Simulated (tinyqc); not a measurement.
Fully depleted semiconductor-on-insulator film with two gates, non-linear Poisson equation by Newton steps: one step of the calculation.

One dimension across the film, front interface at x = 0, back interface at x = ts. psi is counted from the intrinsic level, n = ni exp(psi/Vt) (source grounded), holes neglected, acceptors ionised. Gates act through Cox = eps0 eox/tox and Cbox = 3.9 eps0/tb with potentials G1 = Vg - (phiM - chi - Vt ln(Nc/ni)) and G2 = Vb - (phiB - chi - Vt ln(Nc/ni)). Classical Boltzmann densities, no interface charge, no depletion in the back plane.

Problem. Capacitances and gate potentials. ni = sqrt(Nc Nv) exp(-Eg/(2 Vt)), Eg in volts; Cox, Cbox, G1, G2 as defined; Cs = eps0 eps_r/ts; a = eps0 eps_r/h with h = ts/11; coupling ratio of a depleted film Cs Cbox/(Cox (Cs + Cbox)).

Inputs (values chosen for the exercise); band and dielectric values close to those of germanium:
- T = 300 K (temperature)
- Eg = 0.668 eV (band gap)
- eps_r = 16.1 (relative permittivity)
- Nc = 1.05e19 cm^-3 (conduction-band density of states at T)
- Nv = 6.07e18 cm^-3 (valence-band density of states at T)
- chi = 4 eV (electron affinity)
- eox = 3.9 (relative permittivity of the gate insulator (close to silicon dioxide))
- tox = 4.4 nm (insulator thickness)
- ts = 5.3 nm (film thickness)
- tb = 140 nm (buried-oxide thickness (eps_r 3.9))
- phiM = 4.52 eV (work function of the front gate)
- phiB = 4.5 eV (work function of the back plane)
- Vb = 0 V (back-gate voltage)
- Vg = 0.73 V (front-gate voltage)

Constants: q = 1.602176634e-19 C, kB = 1.380649e-23 J/K, Vt = kB T/q, eps0 = 8.8541878128e-14 F/cm where lengths are in cm. Results are converted to the units shown.

Wanted: ni; Cox; Cbox; Cs; a; G1; G2; coupling ratio.

Solution.

ni = 1.9554e13 cm^-3
Cox = 0.78480 uF/cm^2
Cbox = 0.024665 uF/cm^2
Cs = 2.6897 uF/cm^2
a = 29.586 uF/cm^2
G1 = 0.55108 V
G2 = -0.15892 V
coupling ratio = 0.031143

Range of the model: In so thin a film or at such density quantum confinement moves the charge away from the interfaces and raises the threshold.

Program tinyqc, `OMP_NUM_THREADS=1 python tinyqc.py 2190137 2190138 out.jsonl`; Intel Xeon 2.30GHz, shared host, one thread, about 0.4 s.
